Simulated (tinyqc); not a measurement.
Double-gate transistor below threshold, two-dimensional Poisson equation on a small mesh: effect of half the body thickness.

Half of a symmetric double-gate structure: row 0 is the mid-plane of the body, where the normal field vanishes. Mobile charge is neglected (subthreshold), the body is fully depleted, and potentials are counted from the intrinsic level; rows run upward to the gate, columns from source to drain.

Mesh: rows i = 0..12 in the semiconductor (step hs = tb/12, row 12 on the interface), then 8 step(s) ho = tox/8 up to the gate row 20; columns j = 0..80 (step hy = L/80). Box integration, divided by eps0: up_i = eps hy/h of the interval above row i, dn_i = that of the interval below (0 for row 0), lat_i = (sum of eps h/2 over the intervals above and below)/hy, s_i = -q Na w_i hy/eps0 with w_i the semiconductor height of the box (hs/2 for row 0 and the interface row, hs between, 0 in the insulator). Each free node obeys (up + dn + 2 lat) psi = up psi(above) + dn psi(below) + lat [psi(left) + psi(right)] + s. Fixed values: gate row Vg - Vfb; column 0 at Vbi and the last column at Vbi + Vd in the semiconductor, each running linearly to Vg - Vfb across the insulator. The system is solved directly. On row 0 the minimum of psi and its place come from a parabola through the three lowest nodes; barrier = Vbi - minimum, swing = Vt ln 10/(d psi/dVg), DIBL = (d psi/dVd)/(d psi/dVg) there. Lambda = pi/k with k the smallest positive root of tan(k tox) tan(k tb) = eox/eps_r.

Parameters, values chosen for the exercise; semiconductor permittivity made up: temperature T = 250 K; relative permittivity of the semiconductor eps_r = 9.54; relative permittivity of the insulator eox = 3.9; insulator thickness tox = 1.1 nm; channel length L = 21 nm; acceptor density of the depleted body Na = 0 cm^-3; potential of the source Vbi = 0.56 V; gate offset Vfb = 0.13 V; gate voltage Vg = -0.1 V; drain voltage Vd = 0.5 V.

Constants: q = 1.602176634e-19 C, kB = 1.380649e-23 J/K, Vt = kB T/q, eps0 = 8.8541878128e-14 F/cm where lengths are in cm. Results are converted to the units shown.

Results:

| tb (nm) | L/Lambda | barrier (V) | place y/L | swing (mV/decade) | DIBL (mV/V) |
|---|---|---|---|---|---|
| 2 | 2.509 | 0.7466 | 0.4689 | 51.90 | 17.58 |
| 3.5 | 1.784 | 0.6497 | 0.4559 | 57.91 | 63.24 |
| 4.6 | 1.486 | 0.5632 | 0.4461 | 64.60 | 113.2 |
| 6.1 | 1.216 | 0.4427 | 0.4312 | 77.13 | 203.4 |
| 8 | 0.9924 | 0.3038 | 0.4076 | 100.0 | 354.9 |

Estimate the missing row, tb = 2.6 nm.

Computed row:

| tb (nm) | L/Lambda | barrier (V) | place y/L | swing (mV/decade) | DIBL (mV/V) |
|---|---|---|---|---|---|
| 2.6 | 2.150 | 0.7124 | 0.4636 | 53.87 | 32.61 |

With this row back in the table: As tb goes from 2 to 8 nm, the barrier falls from 0.747 to 0.304 V, the swing rises from 51.9 to 100 mV a decade and DIBL rises from 17.6 to 355 mV/V; the ideal swing is 49.6. L/Lambda goes from 2.5 to 0.99. At tb = 2 nm the body is under 5 nm thick, where quantum confinement matters.

Program tinyqc, `OMP_NUM_THREADS=1 python tinyqc.py 2480043 2480044 out.jsonl`; Intel Xeon 2.30GHz, shared host, one thread, about 0.1 s.
